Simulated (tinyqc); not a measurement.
Non-radiative capture by multiphonon emission, one effective mode: one step, computed by the program tinyqc. Command: `OMP_NUM_THREADS=1 python tinyqc.py 3013932 3013933 out.jsonl capture walk`. One thread of a shared host (Intel(R) Xeon(R) Processor @ 2.30GHz), about 0.01 s of CPU time with the checks.

The initial state (free carrier plus empty centre) lies dE above the final state; both have the same frequency and are displaced by dQ.

Task: Geometry of the two curves. dQ = sqrt(2 S (hbar^2/u)/hbar omega); relaxation energy lambda = S hbar omega; phonons needed P = dE/hbar omega; classical barrier E_b = (dE - lambda)^2/(4 lambda); occupation n = 1/(exp(hbar omega/k_B T) - 1).

Inputs (values chosen for the exercise, for a model semiconductor):
```
quantity,value,unit
energy released dE,0.877,eV
phonon energy hbar omega,44.6,meV
Huang-Rhys factor S,11.7,-
temperature T,120,K
```

Centre: attractive.

Constants: hbar^2/u = 4.18015928e-03 eV angstrom^2; k_B = 8.617333262e-05 eV/K.

Give: dQ; lambda; P; classical barrier E_b; occupation n.

Result:

dQ = 1.481 u^(1/2) angstrom

lambda = 0.52182 eV

P = 19.66

classical barrier E_b = 0.06044 eV

occupation n = 0.01357

dE exceeds lambda: the inverted case usual for deep centres, in which the curves cross on the far side of the initial minimum.
